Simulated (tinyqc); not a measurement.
Parabolic quantum dot in a magnetic field (Fock-Darwin): sweeps and comparisons. A value that a table varies takes the place of the one given here.

Two dimensions, V = m w0^2 r^2/2, one valley. hbar wc = 2 muB B/m, W = sqrt(w0^2 + wc^2/4), E(n, l, s) = (2n + |l| + 1) hbar W - l hbar wc/2 + s gs muB B, n = 0, 1, ..., l = 0, +/-1, ..., s = +/-1/2; length lam = sqrt(2c/(m hbar W)), c = hbar^2/2m0.

Two electrons, first order in the Coulomb energy: the singlet (0,0)^2 has 2W + J0 and the lowest triplet (0,0)(0,1) has 3W - wc/2 + J0/2 - Ez, with J0 = sqrt(pi/2) q/(eps lam), q = e^2/(4 pi eps0), Ez = |gs| muB B.

Exact treatment: the centre of mass separates with energy W, and the relative motion obeys [-(2c/m) Laplacian + (2c/m) r^2/(2 lam^2)^2 + q/(eps r)] psi = e_l psi for angular number l, solved in 14 Gaussians r^l exp(-a r^2), a = 1.7^i/(4 lam^2), i = -3 to 10. E(S) = W + e_0, E(T) = W + e_1 - wc/2 - Ez.

Constants: muB = 5.788381798e-05 eV/T; hbar^2/2m0 = 3.80998211 eV angstrom^2; e^2/(4 pi eps0) = 14.39964547 eV angstrom.

Inputs chosen for the exercise (near those of a gate-defined dot in InAs; shifted at random, so the results belong to these values and not to a real crystal):

| symbol | value | unit | meaning |
|---|---|---|---|
| m | 0.0311 | m0 | mass |
| gs | -8.56 |  | g factor |
| w0 | 5 | meV | confinement energy hbar w0 |
| Bs | (0, 0.34, 0.67, 1.1, 1.6, 2.4, 3.5) | T | fields |
| eps | 14.8 |  | dielectric constant |
| B | 0.38 | T | magnetic field |

## Levels against field

Six orbital levels without the Zeeman term.

Levels (meV):

| B (T) | (0,0) | (0,1) | (0,-1) | (0,2) | (1,0) | (0,3) |
|---|---|---|---|---|---|---|
| 0 | 5.000 | 10.000 | 10.000 | 15.000 | 15.000 | 20.000 |
| 0.34 | 5.040 | 9.447 | 10.713 | 13.854 | 15.120 | 18.261 |
| 0.67 | 5.153 | 9.059 | 11.553 | 12.965 | 15.459 | 16.872 |
| 1.1 | 5.403 | 8.759 | 12.853 | 12.114 | 16.209 | 15.470 |
| 1.6 | 5.820 | 8.661 | 14.617 | 11.503 | 17.459 | 14.345 |
| 2.4 | 6.705 | 8.943 | 17.876 | 11.180 | 20.114 | 13.418 |
| 3.5 | 8.212 | 9.910 | 22.938 | 11.607 | 24.636 | 13.305 |

(0,2) crosses (0,-1) where W = 3 wc/2, that is wc = w0/sqrt(2), B = 0.95 T, and (0,3) crosses it at W = wc, B = 1.55 T. States with n = 0 and l >= 0 draw together into the lowest Landau level: their spacing W - wc/2 shrinks from 5.00 to 1.70 meV, while (0,-1) climbs to 14.73 meV above (0,0).

## Singlet against triplet in a field

For each field, first order and exact.

Energies (meV):

| B (T) | J0 | W - wc/2 | Ez | E(T) - E(S), first order | exact |
|---|---|---|---|---|---|
| 0 | 5.509 | 5.000 | 0.000 | 2.246 | 3.14 |
| 0.34 | 5.530 | 4.407 | 0.168 | 1.473 | 2.37 |
| 0.67 | 5.592 | 3.906 | 0.332 | 0.778 | 1.68 |
| 1.1 | 5.726 | 3.356 | 0.545 | -0.053 | 0.85 |
| 1.6 | 5.943 | 2.842 | 0.793 | -0.923 | -0.01 |
| 2.4 | 6.379 | 2.238 | 1.189 | -2.141 | -1.21 |
| 3.5 | 7.060 | 1.698 | 1.734 | -3.566 | -2.61 |

Exactly, the triplet drops below the singlet between 1.1 and 1.6 T. First order puts the crossing between 0.67 and 1.1 T; with J0/W = 1.10 at zero field it misses the splitting there by 0.90 meV. From the first row to the last the orbital cost falls by 3.30 meV, the Coulomb gain J0/2 (half direct, half exchange) grows by 0.78 meV and the Zeeman gain by 1.73 meV. States of higher angular number, which take over at higher fields, in soft dots already within such a table, are left out.

## What each parameter does

The two modes W +/- wc/2, lam and the exact E(T) - E(S), with q = e^2/(4 pi eps0) and Ez = |gs| muB B. Each row changes one parameter from the base and keeps the others.

Results:

| case | upper mode (meV) | lower mode (meV) | lam (angstrom) | E(T) - E(S) (meV) |
|---|---|---|---|---|
| base | 5.757 | 4.343 | 220.3 | 2.28 |
| B = 0.57 T | 6.172 | 4.050 | 218.9 | 1.88 |
| w0 = 6.25 meV | 6.997 | 5.583 | 197.4 | 3.23 |
| m = 0.0358 m0 | 5.652 | 4.423 | 205.6 | 2.28 |
| gs = -12.84 | 5.757 | 4.343 | 220.3 | 2.19 |
| eps = 12.6 | 5.757 | 4.343 | 220.3 | 2.08 |

The largest shifts from the base row, up to three for each result and ties (the steps differ in size, so this ranks the rows, not the parameters). upper mode (meV): w0 +1.240, B +0.415, m -0.105; unchanged at the printed digits by gs and eps. lower mode (meV): w0 +1.240, B -0.292, m +0.081; unchanged at the printed digits by gs and eps. lam (angstrom): w0 -22.9, m -14.7, B -1.3; unchanged at the printed digits by gs and eps. E(T) - E(S) (meV): w0 +0.95, B -0.40, eps -0.20; unchanged at the printed digits by m.

Program tinyqc; command `OMP_NUM_THREADS=1 python tinyqc.py 1251394 1251395 out.jsonl`; about 0.08 s on one thread of a shared Intel(R) Xeon(R) Processor @ 2.30GHz.
